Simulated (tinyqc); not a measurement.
# Thermoelectric coefficients of a parabolic band, Landauer integrals: what changes with what

Bulk parabolic band, x = (E - Ec)/kB T, C = hbar^2/(2 m0), kB T in eV. Modes per area gv m kB T x/(4 pi C) times the back-scattering length l0 x^rr give the transport function s0 X(x), s0 = (2 q^2/h) gv m kB T l0/(4 pi C), X = x^(1 + rr). I_k = int X (x - eta)^k w dx, w = 1/(4 cosh^2((x - eta)/2)).

Parameters, values chosen for the exercise: temperature T = 700 K; mass of one valley m = 0.55 m0; valleys gv = 3; back-scattering length at x = 1 l0 = 1.8 nm; energy exponent of that length rr = 2; lattice thermal conductivity kL = 1.7 W/(m K); reduced Fermi level (EF - Ec)/kB T eta = 0.6.

Constants: q = 1.602176634e-19 C, kB = 1.380649e-23 J/K, hbar = 1.054571817e-34 J s, h = 6.62607015e-34 J s, m0 = 9.1093837015e-31 kg, Vt = kB T/q, hbar^2/(2 m0) = 0.0380998212 eV nm^2. Results are converted to the units shown.

Each table varies one quantity; the others keep the values above.

## Effect of the scattering exponent

sigma = s0 I_0, S = -(kB/q) I_1/I_0, Lorenz number L = (kB/q)^2 [I_2/I_0 - (I_1/I_0)^2], kappa_e = L sigma T. Power factor S^2 sigma, ZT = S^2 sigma T/(kappa_e + kL). The integrals are converged.

Effect of the scattering exponent:

| rr | sigma (S/cm) | S (uV/K) | kappa_e (W/(m K)) | power factor (mW/(m K^2)) | ZT | L (1e-8 V^2/K^2) |
|---|---|---|---|---|---|---|
| -0.5 | 218.59 | -130.66 | 0.21708 | 0.37318 | 0.13626 | 1.4187 |
| 0 | 300.80 | -170.44 | 0.35266 | 0.87384 | 0.29800 | 1.6749 |
| 0.5 | 462.59 | -208.45 | 0.62976 | 2.0101 | 0.60396 | 1.9448 |
| 1 | 775.43 | -245.84 | 1.2125 | 4.6864 | 1.1263 | 2.2338 |
| 1.5 | 1396.6 | -283.21 | 2.4856 | 11.202 | 1.8734 | 2.5426 |
| 2 | 2677.4 | -320.91 | 5.3789 | 27.573 | 2.7266 | 2.8700 |
| 2.5 | 5427.8 | -359.13 | 12.210 | 70.004 | 3.5227 | 3.2137 |

|S| rises from 131 to 359 uV/K, on average 76.2 uV/K for each unit of rr (kB/q = 86.2 uV/K in the non-degenerate limit), since a length that grows with energy favours hot carriers. The Lorenz number rises from 1.42 to 3.21 (1e-8 V^2/K^2). l0 is held fixed, so sigma changes too.

## Best figure of merit against the lattice conductivity

Same model as above.

For each row eta is chosen to maximise ZT; B = (kB/q)^2 s0 T/kL.

Best figure of merit against the lattice conductivity:

| kL (W/(m K)) | B | best eta | best ZT | S there (uV/K) |
|---|---|---|---|---|
| 0.12 | 1.256 | -2.547 | 7.562 | -565.8 |
| 0.27 | 0.5582 | -1.863 | 5.859 | -508.5 |
| 0.59 | 0.2554 | -1.203 | 4.472 | -454.3 |
| 1.3 | 0.1159 | -0.524 | 3.314 | -401.0 |
| 2.8 | 0.05382 | 0.161 | 2.411 | -350.7 |
| 6.1 | 0.02471 | 0.903 | 1.698 | -301.7 |
| 13 | 0.01159 | 1.698 | 1.176 | -256.8 |
| 29 | 0.005197 | 2.658 | 0.7751 | -213.2 |

Read the table: what changes, and by how much?

As B falls from 1.26 to 0.00520, the best ZT falls from 7.56 to 0.775, as B^(0.31) between the first two rows and B^(0.52) between the last two; the best eta moves from -2.55 to 2.66, towards the optimum of the power factor, since kappa_e matters less when kL is large.

Range of the model: Parabolic bands, elastic scattering and a fixed kL make these model figures, not those of a material.

Numbers from tinyqc (`OMP_NUM_THREADS=1 python tinyqc.py 2800107 2800108 out.jsonl`; about 0.1 s on one thread of a shared Intel Xeon 2.30GHz).
